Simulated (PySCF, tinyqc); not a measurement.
Worked calculation: RHF in the sto-6g basis, for H2, spin multiplicity 1. This run ends on a higher stationary point, not on the lowest solution. The lowest restricted solution is unstable here: a spin-polarised one lies 0.0160 hartree lower (PySCF). One step of it, computed by the program tinyqc.

Question. Iteration 3: DIIS coefficients. Solve [B -1; -1 0][c; lambda] = [0; -1] for the coefficients, which sum to one.

B (overlaps of the stored error matrices), lower triangle:
```
               1              2              3
1  2.1218349e-04
2  1.2192777e-04  7.0063803e-05
3  1.1270008e-04  6.4761259e-05  5.9860020e-05
```

Give: DIIS coefficients.

Answer.

DIIS coefficients: -1.2255  0.9990  1.2265
